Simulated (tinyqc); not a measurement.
# Schottky barrier on an n-type semiconductor, non-linear Poisson equation by Newton steps: what changes with what

One dimension, metal at x = 0, donor density C(x) = Nd, uniform. Energies are counted from the electron Fermi level of the semiconductor and the conduction-band edge is Ec = -psi, so n = Nc exp(psi/Vt); holes follow the Fermi level of the metal, at -V, so p = Nv exp((V - psi - Eg)/Vt). Ends: psi(0) = V - phiB and psi = Vt ln(Nd/Nc) deep inside. Boltzmann statistics, full ionisation, no current, no image force in the Poisson equation.

Values chosen for this exercise; band and dielectric values those of a made-up semiconductor: temperature T = 300 K; band gap Eg = 0.926 eV; relative permittivity eps_r = 14.4; conduction-band density of states at T Nc = 2.44e19 cm^-3; valence-band density of states at T Nv = 3.28e19 cm^-3; donor density deep in the semiconductor Nd = 1.2e18 cm^-3; barrier height phiB = 0.59 eV; bias of the metal against the semiconductor V = 0.08 V.

Constants: q = 1.602176634e-19 C, kB = 1.380649e-23 J/K, Vt = kB T/q, eps0 = 8.8541878128e-14 F/cm where lengths are in cm. Results are converted to the units shown.

Each table varies one quantity; the others keep the values above.

## Capacitance-voltage profiling

The Poisson equation d/dx(eps0 eps_r dpsi/dx) = -q (p - n + C) is solved on a mesh of about 1000 nodes or more that ends in neutral material. C_s = q d/dV of the integral of n over x, from the linearised equation. Probed depth w = eps0 eps_r/C_s; apparent doping N_app = C_s^3/(q eps0 eps_r dC_s/dV), the derivative by central differences over +/- 0.02 V.

The same in every row: true C(w) (cm^-3) = 1.200e18.

Results:

| V (V) | C_s (nF/cm^2) | w (nm) | N_app (cm^-3) | \|E_0\| (kV/cm) |
|---|---|---|---|---|
| 0 | 502.0 | 25.40 | 1.199e18 | 383.0 |
| -0.57 | 340.6 | 37.43 | 1.200e18 | 564.4 |
| -0.86 | 301.7 | 42.26 | 1.200e18 | 637.2 |
| -1.14 | 274.5 | 46.44 | 1.200e18 | 700.3 |
| -1.43 | 252.9 | 50.41 | 1.200e18 | 760.2 |
| -1.71 | 236.2 | 53.97 | 1.200e18 | 813.9 |
| -2 | 222.0 | 57.42 | 1.200e18 | 865.9 |

Estimate the missing row, V = -0.29 V.

Computed row:

| V (V) | C_s (nF/cm^2) | w (nm) | N_app (cm^-3) | \|E_0\| (kV/cm) |
|---|---|---|---|---|
| -0.29 | 397.4 | 32.09 | 1.200e18 | 483.9 |

With this row back in the table: C_s falls from 502 to 222 nF/cm^2 while the probed depth goes from 25.4 to 57.4 nm. The apparent doping stays near 1.20e18 cm^-3. It departs most from the true doping at that depth for V = 0 V, where it is 0.11 % below it; so the doping is read well over the depths probed. For V = -0.86, -1.14, -1.43, -1.71, -2 the field at the metal is high enough for tunnelling or breakdown, which would limit the profiling.

## Effect of the donor density deep in the semiconductor

First integral for uniform doping: E_0^2 = (2 q/(eps0 eps_r)) [Nd (U - Vt + Vt exp(-U/Vt)) + Vt p_0], U = Vbi - V, Vbi = phiB - Vt ln(Nc/Nd), p_0 = Nv exp((phiB - Eg)/Vt) (deep holes neglected). Image-force lowering dphi = sqrt(q E_0/(4 pi eps0 eps_r)), at x_m = sqrt(q/(16 pi eps0 eps_r E_0)). W = sqrt(2 eps0 eps_r U/(q Nd)).

Result of one run:

| Nd (cm^-3) | Vbi (V) | W (nm) | E_0 (kV/cm) | dphi (mV) | exp(dphi/Vt) | p_0/Nd |
|---|---|---|---|---|---|---|
| 3.8e16 | 0.4229 | 119.8 | 55.03 | 23.46 | 2.478 | 0.001957 |

What becomes of these results when the donor density deep in the semiconductor Nd is changed from 3.8e16 to 1.3e17 cm^-3, all else the same?

Result of the changed run:

| Nd (cm^-3) | Vbi (V) | W (nm) | E_0 (kV/cm) | dphi (mV) | exp(dphi/Vt) | p_0/Nd |
|---|---|---|---|---|---|---|
| 1.3e17 | 0.4547 | 67.73 | 106.8 | 32.67 | 3.539 | 5.720e-4 |

The whole series:

| Nd (cm^-3) | Vbi (V) | W (nm) | E_0 (kV/cm) | dphi (mV) | exp(dphi/Vt) | p_0/Nd |
|---|---|---|---|---|---|---|
| 1e15 | 0.3288 | 629.3 | 7.518 | 8.671 | 1.398 | 0.07436 |
| 3.4e15 | 0.3605 | 362.3 | 14.77 | 12.15 | 1.600 | 0.02187 |
| 1.1e16 | 0.3908 | 212.1 | 28.08 | 16.76 | 1.912 | 0.006760 |
| 3.8e16 | 0.4229 | 119.8 | 55.03 | 23.46 | 2.478 | 0.001957 |
| 1.3e17 | 0.4547 | 67.73 | 106.8 | 32.67 | 3.539 | 5.720e-4 |
| 4.3e17 | 0.4856 | 38.75 | 202.6 | 45.01 | 5.703 | 1.729e-4 |
| 1.5e18 | 0.5179 | 21.56 | 394.1 | 62.78 | 11.34 | 4.957e-5 |
| 4.9e18 | 0.5485 | 12.34 | 738.3 | 85.92 | 27.76 | 1.517e-5 |

As Nd goes from 1e15 to 4.9e18, the surface field rises from 7.52 to 738 kV/cm, the lowering rises from 8.67 to 85.9 mV and W falls from 629 to 12.3 nm. Over the table the lowering goes as Nd^(0.27); the depletion formulas give 1/4 at fixed Vbi. For Nd = 4.9e18 the field exceeds 600 kV/cm, where tunnelling through the top of the barrier adds to any current.

Numbers from tinyqc (`OMP_NUM_THREADS=1 python tinyqc.py 2020112 2020113 out.jsonl`; about 0.06 s on one thread of a shared Intel Xeon 2.30GHz).
